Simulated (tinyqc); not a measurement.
Internal photoemission over an interface barrier: one step of the calculation.

Electrons are excited from a metal over the barrier Phi(F) = P0 - sqrt(q F/(4 pi eps0 ei)), whose top lies at xm = sqrt(q/(16 pi eps0 ei F)). The yield is Y = A (hv - Phi)^p exp(-xm/l), with A = 1 here.

Question. Barrier in the field. Lowering P0 - Phi, barrier, position of its top, scattering factor and threshold wavelength.

Parameters, values chosen for the exercise; dielectric values close to those of hafnium oxide:
```
symbol,value,unit,meaning
P0,1.66,eV,barrier at zero field
ei,4.21,,image-force permittivity
l,1.6,nm,scattering length in the image well
F,2,MV/cm,field in the dielectric
```

Constants: q = 1.602176634e-19 C, h = 6.62607015e-34 J s, c = 299792458 m/s, eps0 = 8.8541878128e-14 F/cm where lengths are in cm. Results are converted to the units shown.

Give: lowering; Phi; xm; exp(-xm/l); threshold wavelength h c/(q Phi).

Answer.

lowering = 261.5 meV
Phi = 1.398 eV
xm = 0.6539 nm
exp(-xm/l) = 0.6645
threshold wavelength h c/(q Phi) = 886.6 nm

Numbers from tinyqc (`OMP_NUM_THREADS=1 python tinyqc.py 2410013 2410014 out.jsonl`; about 0.01 s on one thread of a shared Intel Xeon 2.30GHz).
